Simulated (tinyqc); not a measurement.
What sets the wire resistivity: free and nearly free electrons in a metal.

The cubic cell holds 4 atoms: n = 4 z/a^3, kF = (3 pi^2 n)^(1/3), EF = c kF^2/m, vF = 2 c kF/(m hbar), c = hbar^2/2m0; rs = (3/(4 pi n))^(1/3)/a0; D(EF) = 3 n/(2 EF).

Square wire of width w with grain size w: rho/rho0 = 1/(1 - 3 al/2 + 3 al^2 - 3 al^3 ln(1 + 1/al)) + (3/4) (1 - p) l/w, with al = (l/w) Rg/(1 - Rg) (Mayadas-Shatzkes plus the thick-wire form of Fuchs-Sondheimer); l = hbar kF/(n e^2 rho), e = 1.602176634e-19 C.

Constants: hbar^2/2m0 = 3.80998211 eV angstrom^2; hbar = 6.58211957e-16 eV s; a0 (Bohr radius) = 0.5291772105 angstrom.

Values chosen for the exercise (near those of Au, whose d bands this model ignores; not measured data):

| symbol | value | unit | meaning |
|---|---|---|---|
| a | 4.102 | angstrom | fcc lattice constant |
| z | 1 |  | free electrons an atom |
| m | 1 | m0 | mass |
| rho | 2.48 | micro-ohm cm | bulk resistivity |
| p | 0 |  | specularity of the surfaces |
| Rg | 0.34 |  | reflection at grain boundaries |
| w | 10 | nm | wire width |

All results formed anew.

One parameter was then changed.

Results before and after:

| case | EF (eV) | l (nm) | wire rho (micro-ohm cm) |
|---|---|---|---|
| base | 5.461 | 34.22 | 14.803 |
| changed | 5.147 | 36.30 | 15.547 |

Which of these changes was made? (a) a = 4.225 angstrom; (b) Rg = 0.238; (c) rho = 2.976 micro-ohm cm; (d) w = 7 nm; (e) m = 1.2 m0; (f) p = 0.3.

Answer: (a) a = 4.225 angstrom. Of the candidates, run in turn, only this one gives the changed row.

All candidates:

| case | EF (eV) | l (nm) | wire rho (micro-ohm cm) |
|---|---|---|---|
| base | 5.461 | 34.22 | 14.803 |
| a = 4.225 angstrom | 5.147 | 36.30 | 15.547 |
| m = 1.2 m0 | 4.551 | 34.22 | 14.803 |
| rho = 2.976 micro-ohm cm | 5.461 | 28.52 | 15.318 |
| p = 0.3 | 5.461 | 34.22 | 12.893 |
| Rg = 0.238 | 5.461 | 34.22 | 12.492 |
| w = 7 nm | 5.461 | 34.22 | 20.038 |

The mass drops out of l at given rho, because vF falls and tau rises by the same factor.

Computed by tinyqc, a small Python program: `OMP_NUM_THREADS=1 python tinyqc.py 1650209 1650210 out.jsonl` (the numbers bound the seed that draws the inputs); one thread of a shared host (Intel(R) Xeon(R) Processor @ 2.30GHz), about 0.01 s for the whole set of steps.
